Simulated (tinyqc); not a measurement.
What moves the tail: Franz-Keldysh effect at a direct gap.

Parabolic bands, vertical transitions, no excitons. For each hole band j: mr = me mj/(me + mj); joint density of states J_j(E) = (mr/c)^(3/2) sqrt(E - Eg)/(2 pi^2), both spins, c = hbar^2/2m0; averaged matrix element |e.p|^2 = m0 Ep/6; alpha_j(E) = 4 pi^2 alpha_f c Ep J_j/(3 nr E) in 1/angstrom (alpha_f the fine-structure constant, listed as alpha among the constants), times 1e8 for 1/cm.

In a field Fd (1 kV/cm = 1e-5 V/angstrom) the electro-optic energy of band j is th = (c (e Fd)^2/mr)^(1/3), and sqrt(E - Eg) in J_j is replaced by pi sqrt(th) [Ai'(b)^2 - b Ai(b)^2] with b = (Eg - E)/th; Ai is the Airy function.

Constants: hbar^2/2m0 = 3.80998211 eV angstrom^2; fine-structure constant alpha = 0.007297352564.

Values chosen for the exercise (near those of GaAs; not measured data): Eg = 1.411 eV (direct gap); me = 0.0662 m0 (electron mass); mhh = 0.498 m0 (heavy-hole mass); mlh = 0.0797 m0 (light-hole mass); Ep = 25.3 eV (Kane energy); nr = 3.65 (refractive index); Fd = 90 kV/cm (uniform field); det = 15 meV (detuning below the gap).

At E = Eg - det.

Results for these values:
```
case  th heavy (meV)  alpha (1/cm)
base          37.519         504.8
```

What happens to each result for Ep = 27.8 eV, all else kept?

Answer: th heavy does not change at the printed digits; alpha rises from 504.8 to 554.7.

The same for each parameter in turn:
```
case             th heavy (meV)  alpha (1/cm)
base                     37.519         504.8
Fd = 117 kV/cm           44.690         627.7
det = 25 meV             37.519         287.8
me = 0.0761 m0           36.024         563.1
mlh = 0.1036 m0          37.519         528.9
Ep = 27.8 eV             37.519         554.7
nr = 3.83                37.519         481.1
```

Run: tinyqc, `OMP_NUM_THREADS=1 python tinyqc.py 1651757 1651758 out.jsonl`; Intel(R) Xeon(R) Processor @ 2.30GHz, one thread, shared host; about 0.01 s of CPU time with all checks.
